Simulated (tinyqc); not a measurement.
Valley-orbit splitting of a donor ground state, with strain: one step, computed by the program tinyqc.

The basis is the 1s envelope in each valley; energies are counted from the unstrained conduction-band edge. The strain is e_s (a a^T - 1/3) for the unit stress axis a, so valley j along n_j moves by Xi_u e_s w_j with w_j = (n_j.a)^2 - 1/3: +2/3 for [111], -2/9 for the others.

Problem. Levels without strain. By symmetry: E(A1) = E_0 + Lambda + 3 Delta_1 (one state), E(T2) = E_0 + Lambda - Delta_1 (three), as binding energies.

Inputs (values chosen for the exercise, modelled on donors in germanium): single-valley binding energy E_0 = 9.98 meV; central-cell shift Lambda = 0.91 meV; coupling Delta_1 = 0.15 meV.

Valleys: four along <111>. Stress axis: [111].

Give: E(A1); E(T2).

Solution.

E(A1) = 11.34 meV

E(T2) = 10.74 meV

Only A1 has all valley amplitudes in phase, so only it has weight at the nucleus.
